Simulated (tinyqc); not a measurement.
Minority-electron transport through the base of a bipolar transistor (Moll-Ross and Kroemer integrals): one step, computed by the program tinyqc.

Low injection, one dimension, x from the emitter edge (0) to the collector edge (W), s = x/W. Recombination is treated as a small correction (valid for tau_B well below tau_n), computed from the stored charge.

Task: Profile and built-in field. N(x) = N_0 (ratio)^(-s); n_i(x) = n_i; D(x) = (k_B T/e) mu, mu = mu_min + (mu_max - mu_min)/(1 + (N/N_ref)^0.7). Field that drives electrons towards the collector, averaged over the base: (k_B T/e) ln[N_0 n_i(W)^2/(N(W) n_i^2)]/W.

Inputs (values chosen for the exercise, modelled on InP):

| quantity | value | unit |
|---|---|---|
| base doping at the emitter edge N_0 | 7.7e+18 | 1/cm^3 |
| base width W | 82 | nm |
| mu_min | 640 | cm^2/(V s) |
| mu_max | 4280 | cm^2/(V s) |
| N_ref | 2.5e+17 | 1/cm^3 |
| temperature T | 300 | K |
| doping ratio N_0/N(W) | 32 | - |

Base doping profile: exponential. Gap grading: none. Exit of the base: saturation velocity.

Constants: k_B = 8.617333262e-05 eV/K.

Give: Across the base; drift factor eta (potential drop in k_B T/e); mean built-in field.

Result:

Across the base:

| s | N (1/cm^3) | n_i(x)^2/n_i^2 | D (cm^2/s) | y (s/cm^5) |
|---|---|---|---|---|
| 0.0 | 7.700e+18 | 1 | 24.38 | 3.159e+17 |
| 0.2 | 3.850e+18 | 1 | 28.64 | 1.344e+17 |
| 0.4 | 1.925e+18 | 1 | 34.73 | 5.542e+16 |
| 0.6 | 9.625e+17 | 1 | 42.91 | 2.243e+16 |
| 0.8 | 4.812e+17 | 1 | 53.00 | 9.081e+15 |
| 1.0 | 2.406e+17 | 1 | 64.23 | 3.747e+15 |

drift factor eta (potential drop in k_B T/e) = 3.466

mean built-in field = 10.93 kV/cm
